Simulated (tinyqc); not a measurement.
Time-dependent dielectric breakdown: cell percolation, Weibull statistics, area scaling and voltage extrapolation: one step, computed by the program tinyqc. Command: `OMP_NUM_THREADS=1 python tinyqc.py 3019118 3019119 out.jsonl tddb walk`. One thread of a shared host (Intel(R) Xeon(R) Processor @ 2.30GHz), about 0.01 s of CPU time with the checks.

The oxide is divided into columns of area a^2, each holding m = t_ox/a cells (m is taken as continuous). A share lambda(t) = (t/t_1)^alpha of the cells is defective, and a column whose cells are all defective breaks down.

Problem. A sample of breakdown times. Each device fails at t = t63 (-ln(1 - u))^(1/beta). Sort the times; median rank F_i = (i - 0.3)/(n_s + 0.4) for n_s devices; W = ln(-ln(1 - F_i)).

characteristic life t63 = 430.5810 s

uniform random numbers u: [0.5042, 0.8978, 0.5831, 0.0269, 0.2009, 0.2152, 0.5877, 0.7036, 0.8251, 0.9505, 0.5117]

Weibull slope beta = 1.65

Give: Weibull plot.

Solution.

Weibull plot:
```
i   t (s)     F_i   ln t       W
1    48.5  0.0614  3.882  -2.759
2   174.0  0.1491  5.159  -1.823
3   182.4  0.2368  5.206  -1.308
4   347.4  0.3246  5.850  -0.935
5   351.9  0.4123  5.863  -0.632
6   397.1  0.5000  5.984  -0.367
7   400.1  0.5877  5.992  -0.121
8   484.8  0.6754  6.184   0.118
9   603.1  0.7632  6.402   0.365
10  709.7  0.8509  6.565   0.643
11  838.9  0.9386  6.732   1.026
```

Caution: t_1 is an input here; in a real oxide it changes with thickness at fixed voltage.
